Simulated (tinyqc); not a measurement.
Threshold-voltage variability of a planar MOSFET, analytic estimates: course of the iteration: margin in standard deviations for the wanted yield.

Three independent sources add in quadrature: random dopants in the depleted layer, metal-gate grains of two orientations, and roughness of the two gate edges acting through the roll-off VT = VT(long) - Vr exp(-L/l). These are first-order estimates: no three-dimensional electrostatics, no percolation.

Cells fail independently with probability Q(k) = erfc(k/sqrt(2))/2 when the margin is k standard deviations, and Y = exp(-Nb Q(k)). phi = exp(-k^2/2)/sqrt(2 pi). Newton steps on ln Q(k) = ln(-ln(Y)/Nb): k(new) = k + [ln Q - ln(-ln(Y)/Nb)] Q/phi.

Stop when k changes by less than 1e-9, or after 30 iterations.

Parameters, values chosen for the exercise:
```
symbol,value,unit,meaning
Nb,8388608,,number of cells
Y,0.979,,wanted yield
```

k at the start = 3

Course of the iteration:
```
iteration,k,|change|
1,7.01672,4.02
2,5.93917,1.08
3,5.84589,0.0933
4,5.84518,7.06e-4
5,5.84518,4.05e-8
6,5.84518,< 1e-12
```

Did this iteration meet its convergence test, and what does its course show?

Yes. Converged in 6 iterations. At the end the number of correct digits about doubles with each step. With s(dVT) = 12.1 mV, 5.85 standard deviations are 70.6 mV.

Program tinyqc, `OMP_NUM_THREADS=1 python tinyqc.py 2090053 2090054 out.jsonl`; Intel Xeon 2.30GHz, shared host, one thread, about 0.01 s.
